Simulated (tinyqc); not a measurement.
Capillary instabilities by surface diffusion: grooving and agglomeration of films, edge retraction, wire break-up and smoothing of roughness: one step, computed by the program tinyqc.

Isotropic surface energy; shapes change by surface diffusion alone.

Question. The Mullins constant. B = D_s nu gamma_s Omega^2/(k_B T), D_s = D0 exp(-Q/(k_B T)).

Inputs (values chosen for the exercise, of the order of those of a nickel silicide film):
```
quantity,value,unit
surface energy gamma_s,1.47,J/m^2
atomic volume Omega,12.2,angstrom^3
surface sites nu,12,1/nm^2
prefactor D0,1.5e-05,m^2/s
activation energy Q,1.91,eV
temperature T,919,K
time t,38,s
```

Constants: k_B = 8.617333262e-05 eV/K; k_B = 1.380649e-23 J/K.

Give: D_s; B; length (B t)^(1/4).

Answer.

D_s = 5.031e-16 m^2/s

B = 104.1 nm^4/s

length (B t)^(1/4) = 7.931 nm

Lengths grow as t^(1/4): doubling one takes 16 times as long, or roughly 130 K more.
